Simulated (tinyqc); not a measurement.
Tersoff bond-order potential: one step, computed by the program tinyqc. Command: `OMP_NUM_THREADS=1 python tinyqc.py 3009275 3009276 out.jsonl tersoff walk`. One thread of a shared host (Intel(R) Xeon(R) Processor @ 2.30GHz), about 0.01 s of CPU time with the checks.

E = (1/2) sum_(i, j != i) [A exp(-lambda r_ij) - b_ij B exp(-mu r_ij)], b_ij = (1 + (beta zeta_ij)^n)^(-1/(2n)), zeta_ij = sum_(k != i, j) g(theta_ijk), g = 1 + c^2/d^2 - c^2/(d^2 + (h - cos theta)^2), with theta at atom i. Only nearest neighbours count (cut-off function 1 for them, 0 beyond).

Problem. An open trimer. Atom 1 binds atoms 2 and 3, which do not interact. b_12 = b_13 follow from zeta = g(theta); b_21 = b_31 = 1. E = sum over the two bonds of A exp(-lambda r) - (b + 1)/2 B exp(-mu r).

Inputs (values chosen for the exercise, modelled on germanium): A = 1777.8 eV; B = 414.81 eV; lambda = 2.4451 1/angstrom; mu = 1.7047 1/angstrom; beta = 9.07e-07; n = 0.7671; c = 109600; d = 15.63; h = -0.4324; bond length r_12 = 2.54 angstrom; bond length r_13 = 2.48 angstrom; angle theta at atom 1 = 170 degrees.

Give: g(theta); bond order b_12; repulsive terms; attractive terms B exp(-mu r); energy of the trimer.

Solution.

g(theta) = 61344

bond order b_12 = 0.9348

repulsive terms (eV): [3.570, 4.134]

attractive terms B exp(-mu r) (eV): [5.462, 6.051]

energy of the trimer = -3.433 eV

g is least (g = 1) at cos theta = h, 115.6 degrees, wider than the tetrahedral 109.47.
